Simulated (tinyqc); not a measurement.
What each parameter does: hydrogenic donor in a hard-walled well (variational).

Trial function cos(pi z/L) exp(-r/lam), r measured from the donor at zi, walls at +/- L/2, one eps everywhere. Counted from the lowest subband, E(lam) = c/(m lam^2) - (q/eps) I0/I1, with I0 the integral of cos^2(pi z/L) exp(-2|z - zi|/lam) over the well and I1 the same with the factor (|z - zi| + lam/2); c = hbar^2/2m0, q = e^2/(4 pi eps0). The binding energy is -E at the minimum.

Constants: hbar^2/2m0 = 3.80998211 eV angstrom^2; e^2/(4 pi eps0) = 14.39964547 eV angstrom; Ry = 13.60569312 eV.

Parameters, chosen for this exercise (near those of GaN; shifted at random, so the results belong to these values and not to a real crystal): m = 0.196 m0 (mass); eps = 9.8 (dielectric constant); L = 88 angstrom (well width); zi = 7 angstrom (position of the donor from the centre).

The minimum over lam; Ry* = Ry m/eps^2.

One parameter was then changed.

Results before and after:

| case | binding (meV) | lam (angstrom) | binding/Ry* |
|---|---|---|---|
| base | 39.91 | 27.3 | 1.437 |
| changed | 45.01 | 23.1 | 1.352 |

Which of these changes was made? (a) L = 114 angstrom; (b) zi = 4 angstrom; (c) m = 0.235 m0; (d) eps = 10.8.
Answer: (c) m = 0.235 m0. Of the candidates, run in turn, only this one gives the changed row.

All candidates:

| case | binding (meV) | lam (angstrom) | binding/Ry* |
|---|---|---|---|
| base | 39.91 | 27.3 | 1.437 |
| m = 0.235 m0 | 45.01 | 23.1 | 1.352 |
| eps = 10.8 | 34.00 | 29.7 | 1.487 |
| L = 114 angstrom | 36.90 | 27.9 | 1.329 |
| zi = 4 angstrom | 40.49 | 27.2 | 1.458 |

(tinyqc, `OMP_NUM_THREADS=1 python tinyqc.py 1251426 1251427 out.jsonl`, Intel(R) Xeon(R) Processor @ 2.30GHz, 1 thread, shared host, about 0.01 s.)
